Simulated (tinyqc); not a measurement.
Strain, valley repopulation and piezoresistance in a many-valley conduction band: one step, computed by the program tinyqc. Command: `OMP_NUM_THREADS=1 python tinyqc.py 3013686 3013687 out.jsonl valleys walk`. One thread of a shared host (Intel(R) Xeon(R) Processor @ 2.30GHz), about 0.02 s of CPU time with the checks.

Valleys are ellipsoids with mass m_l along the axis a and m_t across it, parabolic, with one constant relaxation time; strain shifts the valleys and leaves the masses alone. Currents are taken along [100], in the plane, and along [001], across the plane.

Task: Valley shifts. Herring-Vogt shift of a valley with unit axis a: dE = Xi_d tr(e) + Xi_u a.e.a.

Inputs (values chosen for the exercise, for a model crystal): shear deformation potential Xi_u = 9.1 eV; dilation deformation potential Xi_d = 1.4 eV.

Valley axes: <100> (6 valleys in 3 pairs). Load: biaxial in the (001) plane.

strain tensor (%), rows x, y, z:
$$\begin{pmatrix}
-0.04500249 & 0.00000000 & 0.00000000 \\
0.00000000 & -0.04500249 & 0.00000000 \\
0.00000000 & 0.00000000 & 0.03163648
\end{pmatrix}$$

Constants: k_B = 8.617333262e-05 eV/K.

Give: shifts dE; splitting (highest minus lowest).

Result:

shifts dE (meV): x -4.912, y -4.912, z 2.062

splitting (highest minus lowest) = 6.974 meV
